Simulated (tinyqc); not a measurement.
Plane-wave Kohn-Sham cycle with exchange-only LDA in a layered model solid, step by step. One step of it, computed by the program tinyqc.

Task: Iteration 2: potential. V_H(G) = 4 pi rho(G)/G^2 for G != 0 (uniform background); v_x = -(3 rho/pi)^(1/3); V = V_ext + V_H + v_x; Fourier components f(G_m) = (1/N) sum_j f(x_j) exp(-i G_m x_j).

A solid whose potential varies along x alone (atomic units):
```
parameter                      value
period a                   14.400000
cross-section of the cell  36.000000
electrons per cell                 2
grid points                       16
plane waves -n..n, n               2
k points                           4
V1 in V1 cos(2 pi x/a)     -0.770000
V2 in V2 cos(4 pi x/a)     -0.030000
```

density after iteration 1 (e/bohr^3): [0.00732473, 0.00610865, 0.00375380, 0.00241477, 0.00257424, 0.00320306, 0.00356248, 0.00370562, 0.00375841, 0.00370562, 0.00356248, 0.00320306, 0.00257424, 0.00241477, 0.00375380, 0.00610865]

Give: Potentials on the grid; V(G_m), m = 0, 1, 2, ....

Result:

Potentials on the grid (hartree):
```
x          V_ext      V_H      v_x        V
0.0000   -0.8000   0.0947  -0.1912  -0.8966
0.9000   -0.7326   0.0781  -0.1800  -0.8345
1.8000   -0.5445   0.0397  -0.1530  -0.6578
2.7000   -0.2735   0.0013  -0.1321  -0.4042
3.6000    0.0300  -0.0237  -0.1350  -0.1286
4.5000    0.3159  -0.0360  -0.1452   0.1348
5.4000    0.5445  -0.0413  -0.1504   0.3528
6.3000    0.6902  -0.0435  -0.1524   0.4943
7.2000    0.7400  -0.0440  -0.1531   0.5428
8.1000    0.6902  -0.0435  -0.1524   0.4943
9.0000    0.5445  -0.0413  -0.1504   0.3528
9.9000    0.3159  -0.0360  -0.1452   0.1348
10.8000   0.0300  -0.0237  -0.1350  -0.1286
11.7000  -0.2735   0.0013  -0.1321  -0.4042
12.6000  -0.5445   0.0397  -0.1530  -0.6578
13.5000  -0.7326   0.0781  -0.1800  -0.8345
```

V(G_m), m = 0, 1, 2, ... (hartree): [-0.1525, -0.3585, -0.0123, -0.0020, 0.0000]
